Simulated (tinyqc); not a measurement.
Band bending at a free surface with a continuum of surface states, surface photovoltage and Kelvin probe: one step of the calculation.

n-type bulk, xi = Ec - EF = Vt ln(Nc/Nd), p0 = ni^2/Nd, ni = sqrt(Nc Nv) exp(-Eg/(2 Vt)), Eg in volts. b is the upward band bending, u = b/Vt. Space charge per area, in units of q: Qc = sign(b) sqrt((2 eps0 eps_r Vt/q) [(Nd + dn)(exp(-u) - 1) + Nd u + (p0 + dn)(exp(u) - 1)]), with dn the excess density under light (flat quasi-Fermi levels; 0 in the dark). The states hold -Ds (E0 - xi - b): negative while the Fermi level lies above the neutrality level. Neutrality: Qc + Qf + (charge of the states) = 0.

Problem. Surface photovoltage. Under chopped light the surface charge keeps its dark value, so b falls to bL with Qc(bL, dn) = Qc(b, 0); the photovoltage is b - bL. Qc rises with b, so bL follows by bisection.

Inputs (values chosen for the exercise); band and dielectric values close to those of indium phosphide: temperature T = 300 K; band gap Eg = 1.34 eV; relative permittivity eps_r = 12.4; conduction-band density of states at T Nc = 5.74e17 cm^-3; valence-band density of states at T Nv = 1.08e19 cm^-3; donor density Nd = 4.2e15 cm^-3; excess carrier density under light dn = 7.6e13 cm^-3.

Constants: q = 1.602176634e-19 C, kB = 1.380649e-23 J/K, Vt = kB T/q, eps0 = 8.8541878128e-14 F/cm where lengths are in cm. Results are converted to the units shown.

converged b = 0.36712348 V

Give: bL; photovoltage; share of b removed; excess holes at the surface, dn exp(bL/Vt).

Solution.

bL = 0.1579 V
photovoltage = 209.2 mV
share of b removed = 56.99 %
excess holes at the surface, dn exp(bL/Vt) = 3.414e16 cm^-3

Computed by the program tinyqc: `OMP_NUM_THREADS=1 python tinyqc.py 2430095 2430096 out.jsonl`, one thread of a shared Intel Xeon 2.30GHz, about 0.01 s for the whole run.
